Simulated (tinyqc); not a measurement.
Carrier statistics of a doped semiconductor with parabolic bands: one step. The neutral state. Five cases, with inputs chosen for the exercise.

Task: Solve the neutrality condition for EF to convergence.

Energies are counted from Ev, so Ec = Eg. n = Nc F_1/2((EF - Eg)/kT), p = Nv F_1/2(-EF/kT), ND+ = ND/(1 + 2 exp((EF - Eg + ED)/kT)), NA- = NA/(1 + 4 exp((EA - EF)/kT)); neutrality asks p + ND+ = n + NA-. F_j(eta) = (1/Gamma(j + 1)) integral_0^infinity x^j dx/(1 + exp(x - eta)), which tends to exp(eta) for eta << 0.

Case 1.

Values chosen (near those of Si; the results hold for these values, not for the real material): ND = 1.1e+16 1/cm^3 (donors); NA = 2.6e+15 1/cm^3 (acceptors); ED = 0.0454 eV (donor level below Ec); EA = 0.0454 eV (acceptor level above Ev).

Eg = 1.1233284 eV
kT = 0.02585200 eV
Nc = 2.716091e+19 1/cm^3
Nv = 1.136388e+19 1/cm^3

Case 2.

Values chosen (near those of Ge; the results hold for these values, not for the real material): ND = 1.5e+15 1/cm^3 (donors); NA = 1.7e+12 1/cm^3 (acceptors); ED = 0.0121 eV (donor level below Ec); EA = 0.0109 eV (acceptor level above Ev).

Eg = 0.6641559 eV
kT = 0.02585200 eV
Nc = 1.026482e+19 1/cm^3
Nv = 5.023395e+18 1/cm^3

Case 3.

Values chosen (near those of SiC; the results hold for these values, not for the real material): ND = 1.9e+12 1/cm^3 (donors); NA = 5.4e+18 1/cm^3 (acceptors); ED = 0.06 eV (donor level below Ec); EA = 0.203 eV (acceptor level above Ev).

Eg = 3.2134666 eV
kT = 0.03016067 eV
Nc = 2.207788e+19 1/cm^3
Nv = 4.226893e+19 1/cm^3

Case 4.

Values chosen (near those of InSb; the results hold for these values, not for the real material): ND = 1.5e+12 1/cm^3 (donors); NA = 4.8e+15 1/cm^3 (acceptors); ED = 0.00103 eV (donor level below Ec); EA = 0.0106 eV (acceptor level above Ev).

Eg = 0.1700463 eV
kT = 0.02585200 eV
Nc = 3.849014e+16 1/cm^3
Nv = 6.515260e+18 1/cm^3

Case 5.

Values chosen (near those of GaP; the results hold for these values, not for the real material): ND = 3.9e+14 1/cm^3 (donors); NA = 6.6e+14 1/cm^3 (acceptors); ED = 0.0899 eV (donor level below Ec); EA = 0.0553 eV (acceptor level above Ev).

Eg = 2.2708209 eV
kT = 0.02585200 eV
Nc = 2.669478e+19 1/cm^3
Nv = 1.900174e+19 1/cm^3

Give: EF; n; p; ND+; NA-.

Result:

Case 1.

EF = 0.9143 eV
n = 8.36e+15 1/cm^3
p = 4.97e+03 1/cm^3
ND+ = 1.10e+16 1/cm^3
NA- = 2.60e+15 1/cm^3

The material is n-type; 99.6 % of the donors are ionised. EF lies 8.09 kT inside the gap from the conduction edge, so Boltzmann statistics would serve; n p/(Nc Nv exp(-Eg/kT)) = 1.000.

Case 2.

EF = 0.4358 eV
n = 1.50e+15 1/cm^3
p = 2.40e+11 1/cm^3
ND+ = 1.50e+15 1/cm^3
NA- = 1.70e+12 1/cm^3

The material is n-type; 100.0 % of the donors are ionised. EF lies 8.83 kT inside the gap from the conduction edge, so Boltzmann statistics would serve; n p/(Nc Nv exp(-Eg/kT)) = 1.000.

Case 3.

EF = 0.1541 eV
n = 1.96e-25 1/cm^3
p = 2.55e+17 1/cm^3
ND+ = 1.90e+12 1/cm^3
NA- = 2.55e+17 1/cm^3

The material is p-type; 4.7 % of the acceptors are ionised. EF lies 5.11 kT inside the gap from the valence edge, so Boltzmann statistics would serve; n p/(Nc Nv exp(-Eg/kT)) = 0.998.

Case 4.

EF = 0.1496 eV
n = 1.52e+16 1/cm^3
p = 1.99e+16 1/cm^3
ND+ = 7.71e+11 1/cm^3
NA- = 4.71e+15 1/cm^3

The material is nearly intrinsic; 98.2 % of the acceptors are ionised. EF lies 5.79 kT inside the gap from the valence edge, but within 3 kT of the other edge or beyond it, so the Fermi integral is needed; n p/(Nc Nv exp(-Eg/kT)) = 0.869.

Case 5.

EF = 0.2886 eV
n = 1.34e-14 1/cm^3
p = 2.70e+14 1/cm^3
ND+ = 3.90e+14 1/cm^3
NA- = 6.60e+14 1/cm^3

The material is p-type; 100.0 % of the acceptors are ionised. EF lies 11.16 kT inside the gap from the valence edge, so Boltzmann statistics would serve; n p/(Nc Nv exp(-Eg/kT)) = 1.000.

Computed by tinyqc, one run a case: `OMP_NUM_THREADS=1 python tinyqc.py N N+1 out.jsonl` with N = 1680069, 1680181, 1680203, 1680264, 1680305; one thread of a shared Intel(R) Xeon(R) Processor @ 2.30GHz, about 0.01 s a run at most.
